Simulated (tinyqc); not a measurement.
Non-radiative capture by multiphonon emission, one effective mode: one step, computed by the program tinyqc.

The initial state (free carrier plus empty centre) lies dE above the final state; both have the same frequency and are displaced by dQ.

Task: Geometry of the two curves. dQ = sqrt(2 S (hbar^2/u)/hbar omega); relaxation energy lambda = S hbar omega; phonons needed P = dE/hbar omega; classical barrier E_b = (dE - lambda)^2/(4 lambda); occupation n = 1/(exp(hbar omega/k_B T) - 1).

Inputs (values chosen for the exercise, for a model semiconductor):
```
quantity                  value  unit
energy released dE         1.59    eV
phonon energy hbar omega   69.2   meV
Huang-Rhys factor S        3.42     -
temperature T                77     K
```

Centre: attractive.

Constants: hbar^2/u = 4.18015928e-03 eV angstrom^2; k_B = 8.617333262e-05 eV/K.

Give: dQ; lambda; P; classical barrier E_b; occupation n.

Result:

dQ = 0.6428 u^(1/2) angstrom

lambda = 0.236664 eV

P = 22.98

classical barrier E_b = 1.935 eV

occupation n = 2.956e-05

dE exceeds lambda: the inverted case usual for deep centres, in which the curves cross on the far side of the initial minimum.
